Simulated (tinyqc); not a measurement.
Speciation in dilute and buffered hydrofluoric acid, oxide etch rate and bath loading: one step, computed by the program tinyqc.

Concentrations stand for activities, NH4+ and Cl- are spectators, and water ionisation is neglected. H, F and HF2 denote the ions H+, F- and HF2-. The base temperature is 298 K.

Question. One trial. Fluoride balance: [HF] + [F] + 2 [HF2] + 2 [H2F2] = HF added + NH4F added. Acid balance: [H] + [HF] + [HF2] + 2 [H2F2] = HF added + HCl added. For a trial [H], [HF] = [H][F]/K1, and the fluoride balance is a quadratic in [F]. Take pH = 3. The residual is the left side of the acid balance less the right.

Inputs (values chosen for the exercise, of the order of those for thermal oxide at room temperature):
```
quantity                 value   unit
HF added                  0.64  mol/L
NH4F added                0.38  mol/L
HCl added                    0  mol/L
K1 = [H][F]/[HF]      0.000671  mol/L
K2 = [HF2]/([HF][F])      4.44  L/mol
K3 = [H2F2]/[HF]^2        2.75  L/mol
```

Give: [F]; [HF]; [HF2]; [H2F2]; residual.

Answer.

[F] = 0.1572 mol/L

[HF] = 0.2342 mol/L

[HF2] = 0.1634 mol/L

[H2F2] = 0.1509 mol/L

residual = 0.06040 mol/L

The residual is positive: the trial holds too much acid, so the pH lies above 3.
